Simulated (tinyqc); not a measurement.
From a target to a composition: model-solid line-up of a strained alloy layer on a substrate.

Problem. A layer of the alloy is strained to the substrate, and its gap (Ec minus the top valence edge) is given. Find x between 0.08 and 0.83, where the gap is monotonic.

All values of the alloy are linear in x but the gap, Eg(x) = (1 - x) Eg_A + x Eg_B - C x (1 - x), and the valence edge, Ev(x) = (1 - x) Ev_A + x Ev_B + fv C x (1 - x); Ec = Ev + Eg. Ev is the top of the unstrained valence band on a scale common to all materials. In the layer only the Gamma valley of the conduction band is followed, also where an X or L valley would lie lower.

Coherent growth on a (111) face: e_par = (a_s - a)/a, e_perp = -(2 C11 + 4 C12 - 4 C44)/(C11 + 2 C12 + 4 C44) e_par; exx = eyy = ezz = (2 e_par + e_perp)/3 and exy = eyz = ezx = (e_perp - e_par)/3.

Strained edges: Ec + ac tr(e); the valence edges are Ev plus the levels of the 6 x 6 matrix of X, Y, Z times spin with -Dso/3 + l exx + m (eyy + ezz) on the diagonal (cyclic), n exy off it, l = av + 2 b, m = av - b, n = sqrt(3) d. Spin-orbit term (Dso/3) L.sigma on X, Y, Z with (L_k)_ij = -i epsilon_kij: <X+|H|Y+> = -i Dso/3, <X+|H|Z-> = Dso/3, <Y+|H|Z-> = -i Dso/3, <Z+|H|X-> = -Dso/3, <Z+|H|Y-> = i Dso/3, <X-|H|Y-> = i Dso/3, and their conjugates; + and - are the spin along z.

Parameters, chosen for this exercise (A near GaAs, B near GaP, substrate near Ge; the results hold for these values, not for the real material): a = (5.66, 5.451) angstrom (lattice constant of A, B); Eg = (1.52, 2.879) eV (gap at Gamma to the s-like level of A, B); Dso = (0.345, 0.079) eV (spin-orbit splitting of A, B); Ev = (-0.81, -1.28) eV (top of the unstrained valence band of A, B); ac = (-7.14, -8.14) eV (conduction deformation potential of A, B); av = (1.16, 1.69) eV (valence hydrostatic potential of A, B); b = (-1.98, -1.61) eV (tetragonal shear potential of A, B); d = (-4.76, -4.56) eV (trigonal shear potential of A, B); C11 = (123.5, 139.6) GPa (of A, B); C12 = (56.1, 61.7) GPa (of A, B); C44 = (59.2, 71) GPa (of A, B); C = 0.198 eV (bowing of the gap); fv = 0 (share of the bowing taken by the valence edge); a_s = 5.651 angstrom (substrate); face = 111 (growth face).

strained gap = 1.656856 eV

Find: x; e_par; gap of the relaxed alloy.

Solution. Bisect on x; the strained gap is 1.5910 eV at x = 0.08 and 1.9776 eV at x = 0.83.

x = 0.200
e_par = 0.584 %
gap of the relaxed alloy = 1.760 eV

Computed by tinyqc, a small Python program: `OMP_NUM_THREADS=1 python tinyqc.py 1051044 1051045 out.jsonl` (the numbers bound the seed that draws the inputs); one thread of a shared host (Intel(R) Xeon(R) Processor @ 2.30GHz), about 0.01 s for the whole set of steps.
